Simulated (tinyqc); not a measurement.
Two-step dopant diffusion (predeposition and drive-in) with a constant diffusivity: one step, computed by the program tinyqc.

Fick diffusion into a half space x > 0 whose background doping C_B is of the opposite type, so that a junction lies where C = C_B.

Task: Drive-in as a Gaussian. With a sealed surface and a thin source, C = Q/sqrt(pi (Dt)2) exp(-x^2/(4 (Dt)2)); x_j = 2 sqrt((Dt)2 ln(C(0)/C_B)); gradient at the junction |dC/dx| = C_B x_j/(2 (Dt)2).

Inputs (values chosen for the exercise, modelled on boron in silicon):
```
quantity                        value    unit
surface concentration C_s     2.6e+19  1/cm^3
background doping C_B         2.3e+14  1/cm^3
predeposition temperature T1     1025       C
drive-in temperature T2          1125       C
```

dose Q = 7.714671e+13 1/cm^2

drive-in budget (Dt)2 = 1.174034e-09 cm^2

Give: surface concentration C(0) (Gaussian); junction depth x_j; gradient at the junction.

Result:

surface concentration C(0) (Gaussian) = 1.270e+18 1/cm^3

junction depth x_j = 2.012 um

gradient at the junction = 1.970e+19 1/cm^4

Caution: C_s exceeds the intrinsic carrier density of silicon at the predeposition temperature (2e18 to 1e19 per cm^3), where real diffusivities rise with concentration and profiles turn box-like.
